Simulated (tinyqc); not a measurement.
# Long-channel MOSFET, surface-potential model: two studies

n-channel transistor on a uniformly doped p-type body, gradual-channel approximation, constant mobility, Boltzmann statistics, full ionisation. Potentials are counted from the neutral body; V is the electron quasi-Fermi potential, Vsb at the source and Vsb + Vds at the drain. Charges are magnitudes per area.

Values chosen for this exercise; material values those of a made-up semiconductor: temperature T = 273 K; band gap Eg = 0.911 eV; relative permittivity of the semiconductor eps_r = 9.46; conduction-band density of states at T Nc = 2.64e19 cm^-3; valence-band density of states at T Nv = 2.51e19 cm^-3; acceptor density of the body Na = 3.8e17 cm^-3; relative permittivity of the gate insulator eox = 8.73; insulator thickness tox = 65 nm; flat-band voltage Vfb = -0.68 V; channel mobility mu = 130 cm^2/(V s); gate width W = 2 um; gate length L = 5 um; source-body reverse bias Vsb = 1 V; drain-source voltage Vds = 0.05 V.

Constants: q = 1.602176634e-19 C, kB = 1.380649e-23 J/K, Vt = kB T/q, eps0 = 8.8541878128e-14 F/cm where lengths are in cm. Results are converted to the units shown.

Each table varies one quantity; the others keep the values above.

## Transfer curve from weak to strong inversion

ni = sqrt(Nc Nv) exp(-Eg/(2 Vt)), Eg in volts; phiF = Vt ln(Na/ni); Cox = eps0 eox/tox; gamma = sqrt(2 q eps0 eps_r Na)/Cox. The surface potential psi at channel potential V solves Vgs + Vsb - Vfb - psi = gamma sqrt(G), G = psi - Vt + Vt exp((psi - 2 phiF - V)/Vt). Charge sheet: Qi = Cox gamma [sqrt(G) - sqrt(psi - Vt)]; I = mu (W/L) [integral of Qi dpsi from psi_0 to psi_L (drift) + Vt (Qi0 - QiL) (diffusion)], with psi_0 at V = Vsb and psi_L at V = Vsb + Vds. Pao-Sah: Qi(V) = (Cox gamma/2) integral from 3 Vt to psi of exp((u - 2 phiF - V)/Vt)/sqrt(G(u, V)) du, and I = mu (W/L) integral of Qi dV from Vsb to Vsb + Vds. Square law: VT = Vfb + 2 phiF + gamma sqrt(2 phiF + Vsb), m = 1 + gamma/(2 sqrt(2 phiF + Vsb)), I = mu Cox (W/L) [(Vgs - VT) v - m v^2/2] with v the smaller of Vds and (Vgs - VT)/m, and zero below VT. gm = dI/dVgs of the charge-sheet current.

Transfer curve from weak to strong inversion:
```
Vgs (V)  I, charge sheet (uA)  I, Pao-Sah (uA)  drift share (%)  gm/I (1/V)  I, square law (uA)
3.35                 8.727e-5         8.792e-5           0.7768       20.32                   0
3.44                 5.333e-4         5.372e-4            4.496       19.70                   0
3.52                 0.002383         0.002400            16.45       17.33                   0
3.61                 0.009171         0.009235            40.34       12.44            0.006024
3.7                   0.02280          0.02296            61.37       8.082             0.03159
3.79                  0.04144          0.04172            74.01       5.449             0.05942
3.88                  0.06289          0.06331            81.17       3.955             0.08725
3.96                  0.08332          0.08388            85.10       3.134              0.1120
4.05                   0.1073           0.1080            88.03       2.520              0.1398
```

The charge-sheet current rises from 8.73e-5 to 0.107 uA. In the first row gm/I is 20.3 1/V, a swing of 113 mV a decade, against Vt ln 10 = 54.2 mV a decade for an ideal gate; in the last it is 2.52 1/V. Drift passes half of the current at Vgs = 3.7 V among the rows listed (VT = 3.55 V). The charge sheet departs most from Pao-Sah at Vgs = 3.35 V, where it is 0.74 % below it. In the last row the square law is 29 % above Pao-Sah.

## Output curve

Same model as above.

In this table Vgs = 4.43 V.

Output curve:
```
Vds (V)  psi_L (V)  QiL (nC/cm^2)  I, charge sheet (uA)  I, Pao-Sah (uA)  I, square law (uA)
0.07         1.861          72.32                0.2914           0.2933              0.3514
0.15         1.935          54.99                0.5560           0.5595              0.6779
0.23         2.006          38.31                0.7498           0.7545              0.9242
0.31         2.074          22.66                0.8761           0.8816               1.090
0.38         2.126          10.66                0.9360           0.9418               1.170
0.46         2.165          1.835                0.9594           0.9653               1.189
0.54         2.172        0.08482                0.9619           0.9678               1.189
0.62         2.173       0.002873                0.9620           0.9679               1.189
0.7          2.173       9.586e-5                0.9620           0.9679               1.189
```

Read the table: what changes, and by how much?

The Pao-Sah current rises from 0.293 to 0.968 uA, while the charge at the drain end falls from 72.3 to 9.59e-5 nC/cm^2. The current first comes within 1 % of its last value at Vds = 0.46 V among the rows listed; the square law saturates at (Vgs - VT)/m = 0.436 V. Over the last two rows psi_L moves by less than 1 mV: the drain has lost hold of the surface potential, so the current no longer grows. In the last row the charge sheet is 0.61 % below Pao-Sah and the square law 23 % above it. In every row the surface electron density at the source passes 0.3 Nc, where degeneracy and quantisation, left out here, matter.

tinyqc, about 0.05 s, one thread, Intel Xeon 2.30GHz (shared host): `OMP_NUM_THREADS=1 python tinyqc.py 2360093 2360094 out.jsonl`
